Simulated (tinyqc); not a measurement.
## Permittivity of the insulator from five potentials

Question. A node lies on a semiconductor-insulator interface. Steps: hs = tb/3 down into the semiconductor, ho = tox/2 up into the insulator, hy = L/6 sideways. The flux balance of its box reads eox (hy/ho)(above - node) + eps_r (hy/hs)(below - node) + [(eps_r hs + eox ho)/(2 hy)](left + right - 2 node) - q Na (hs/2) hy/eps0 = 0. Find eox.

Parameters, values chosen for the exercise; semiconductor permittivity close to that of In0.53Ga0.47As: relative permittivity of the semiconductor eps_r = 13.9; half the body thickness tb = 3 nm; insulator thickness tox = 2.7 nm; channel length L = 21 nm; acceptor density of the depleted body Na = 0 cm^-3.

Constants: q = 1.602176634e-19 C, eps0 = 8.8541878128e-14 F/cm where lengths are in cm. Results are converted to the units shown.

psi (V): node 0.32800048, above 0.10502099, below 0.39811713, left 0.077450351, right 1.06

Answer. The balance is linear in eox.

eox = 9.000

Program tinyqc, `OMP_NUM_THREADS=1 python tinyqc.py 2480129 2480130 out.jsonl`; Intel Xeon 2.30GHz, shared host, one thread, about 0.2 s.
